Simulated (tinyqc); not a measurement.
Trap density from one capacitance.

Inverse problem. Traps spread evenly through the insulator exchange electrons with the semiconductor by tunnelling, with tau(x) = t0 exp(2 ka x) at depth x from the interface. The admittance per area Y seen at depth x obeys dY/dx = -Y^2/(i w eps0 eox) + q Nb ln(1 + i w tau)/tau, with Y(0) = i w Cs and w = 2 pi f; the gate sees Y(tox) = G + i w C. Working variable y = Y/(i w), in uF/cm^2. Cox = eps0 eox/tox. Find Nb and G/w.

Values chosen for this exercise:
- eox = 8.65 (relative permittivity of the insulator)
- tox = 8.1 nm (insulator thickness)
- Cs = 3 uF/cm^2 (semiconductor capacitance in accumulation)
- ka = 5.7 1/nm (decay constant of the wave function in the insulator)
- t0 = 1e-10 s (time constant of a trap at the interface)
- f = 100 Hz (frequency)

Constants: q = 1.602176634e-19 C, eps0 = 8.8541878128e-14 F/cm where lengths are in cm. Results are converted to the units shown.

C = 0.81343223 uF/cm^2

Solution. C rises steadily with Nb, so one density matches; in practice ka and t0 must come from the frequency dependence.

Nb = 5.10e19 cm^-3 eV^-1
G/w = 0.0104 uF/cm^2

Numbers from tinyqc (`OMP_NUM_THREADS=1 python tinyqc.py 2202096 2202097 out.jsonl`; about 0.5 s on one thread of a shared Intel Xeon 2.30GHz).
